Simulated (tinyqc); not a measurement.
Worked calculation: two-band model of a narrow-gap semiconductor with electrons and holes. Computed by tinyqc, a small Python program that keeps every step. Command: `OMP_NUM_THREADS=1 python tinyqc.py 3015147 3015148 out.jsonl bipolar walk`. One thread of a shared host (Intel(R) Xeon(R) Processor @ 2.30GHz), about 0.05 s of CPU time with the checks. Intermediate numbers are printed to about 5 digits and carried at full precision; extremes and crossings named in words are read from the listed rows.

Two parabolic bands with acoustic scattering (r = -1/2, a = 0), a gap that does not change with T, and fully ionised dopants. Melting is ignored, so values above the melting point are formal, and kappa_L does not change with T. eta_n = (E_F - E_c)/(k_B T), eta_p = -eta_n - E_g/(k_B T).

Inputs (values chosen for the exercise, modelled on InSb):

| quantity | value | unit |
|---|---|---|
| electron mass m_n | 0.014 | m_0 |
| hole mass m_p | 0.43 | m_0 |
| electron mobility parameter mu_300,n | 54000 | cm^2/(V s) |
| hole mobility parameter mu_300,p | 730 | cm^2/(V s) |
| temperature exponent p | 1.5 | - |
| band gap E_g | 0.18 | eV |
| net doping N | 9e+17 | 1/cm^3 |
| lattice thermal conductivity kappa_L | 17 | W/(m K) |
| temperature T | 600 | K |

Doping: p-type.

Constants: k_B = 8.617333262e-05 eV/K; m_0 = 9.1093837015e-31 kg; k_B = 1.380649e-23 J/K; hbar = 1.054571817e-34 J s; e = 1.602176634e-19 C.

## Fermi level

With x = E/(k_B T), a = alpha k_B T (0 for a parabolic band), G = x (1 + a x), D = 1 + 2 a x and <y> = int y f (1 - f) dx, f = 1/(1 + exp(x - eta)): tau = tau_0 G^r/D; transport function s = G^(3/2 + r)/D^2; n = N_0 <G^(3/2)> with N_0 = (2 m k_B T)^(3/2)/(3 pi^2 hbar^3). Integrals over x = E/(k_B T) use 160 Gauss-Legendre points in u = sqrt(x) from 0 to sqrt(max(eta, 0) + 32). Neutrality: p - n = N, with n = N_0(m_n) <x^(3/2)> at eta_n and p = N_0(m_p) <x^(3/2)> at eta_p.

eta_n = -0.46276

eta_p = -3.0186

## Each band alone

sigma = e mu_0 N_0 <s> with mu_0 = e tau_0/m = mu_300 (T/300 K)^(-p); |S| = (k_B/e)(<x s>/<s> - eta); Lorenz number L = (k_B/e)^2 (<x^2 s>/<s> - (<x s>/<s>)^2); kappa_e = L sigma T; zT = S^2 sigma T/(kappa_L + kappa_e). Hall factor r_H = <x^(3/2)> <x^(1/2)>/<s>^2.

Partial coefficients:

| band | sigma (S/cm) | \|S\| (microvolt/K) | L (1e-8 V^2/K^2) | density (1/cm^3) | Hall factor |
|---|---|---|---|---|---|
| electrons | 132.10 | 234.40 | 1.5755 | 6.1587e+16 | 1.1464 |
| holes | 29.704 | 434.54 | 1.4940 | 9.6159e+17 | 1.1747 |

The nominal minority band carries 82 % of the conductivity.

## Both bands together

Both bands together (these totals replace the one-band zT): sigma = sigma_n + sigma_p; S = (sigma_p |S_p| - sigma_n |S_n|)/sigma; kappa_bip = (sigma_n sigma_p/sigma)(|S_n| + |S_p|)^2 T; kappa_e = (L_n sigma_n + L_p sigma_p) T; zT = S^2 sigma T/(kappa_L + kappa_e + kappa_bip); weak-field R_H = (r_p sigma_p^2/p - r_n sigma_n^2/n)/(e sigma^2), where the Hall factors r_n and r_p are <x^(3/2)> <x^(1/2)>/<s>^2.

conductivity sigma = 161.81 S/cm

Seebeck coefficient S = -111.60 microvolt/K

bipolar thermal conductivity = 0.65111 W/(m K)

kappa_e = 0.15151 W/(m K)

zT = 0.0067924

Hall coefficient R_H = -77.186 cm^3/C

The minority carriers have reversed the sign of S, and bipolar flow adds 3.7 % of the thermal conductivity.

## The maximum of |S| and the Goldsmid-Sharp gap

T_max maximises |S| of the majority sign between 150 and 1200 K; the Goldsmid-Sharp estimate is E_g = 2 e |S_max| T_max.

T_max = 282.79 K

|S_max| = 330.96 microvolt/K

Goldsmid-Sharp gap = 0.18719 eV

estimate over true gap = 1.0399

The estimate is 1.04 times the true gap. The weighted-mobility ratio of majority to minority carriers, mu m^(3/2), is 2.30.

## Against temperature

The formulas are those given above.

The same sample:

| T (K) | n (1/cm^3) | p (1/cm^3) | sigma (S/cm) | S (microvolt/K) | kappa_bip (W/(m K)) | zT | R_H (cm^3/C) |
|---|---|---|---|---|---|---|---|
| 150 | 3.2248e+10 | 9.0000e+17 | 213.15 | 264.85 | 2.1670e-05 | 0.013154 | 8.01 |
| 200 | 2.5968e+12 | 9.0000e+17 | 140.80 | 300.24 | 9.7733e-04 | 0.014894 | 7.92 |
| 250 | 4.1906e+13 | 9.0004e+17 | 102.01 | 324.78 | 1.0260e-02 | 0.015778 | 5.87 |
| 300 | 2.9491e+14 | 9.0029e+17 | 79.70 | 328.73 | 5.0713e-02 | 0.015122 | -6.70 |
| 350 | 1.2689e+15 | 9.0127e+17 | 68.55 | 288.76 | 1.5450e-01 | 0.011638 | -45.88 |
| 400 | 3.9546e+15 | 9.0395e+17 | 67.61 | 191.62 | 3.2094e-01 | 0.005720 | -106.63 |
| 500 | 2.0484e+16 | 9.2048e+17 | 97.31 | -27.24 | 5.9146e-01 | 0.000204 | -133.53 |
| 600 | 6.1587e+16 | 9.6159e+17 | 161.81 | -111.60 | 6.5111e-01 | 0.006792 | -77.19 |
| 750 | 1.7799e+17 | 1.0780e+18 | 280.26 | -124.28 | 6.5277e-01 | 0.018037 | -32.88 |
| 900 | 3.5102e+17 | 1.2510e+18 | 385.86 | -115.23 | 6.7347e-01 | 0.025241 | -17.53 |
| 1050 | 5.6752e+17 | 1.4675e+18 | 469.30 | -106.56 | 7.1560e-01 | 0.030103 | -11.02 |
| 1200 | 8.1861e+17 | 1.7186e+18 | 534.04 | -100.00 | 7.7081e-01 | 0.033850 | -7.69 |

Among the rows where S keeps the majority sign, zT is largest at 250 K and |S| at 300 K. Among these rows sigma is least at 400 K; at higher T thermal pairs outweigh the falling mobility. R_H changes sign between 250 and 300 K. S changes sign between 400 and 500 K. kappa_bip reaches 0.771 W/(m K) at the last row, 0.0453 times kappa_L.

Checks made by the program: neutrality (relative difference below 1e-10).
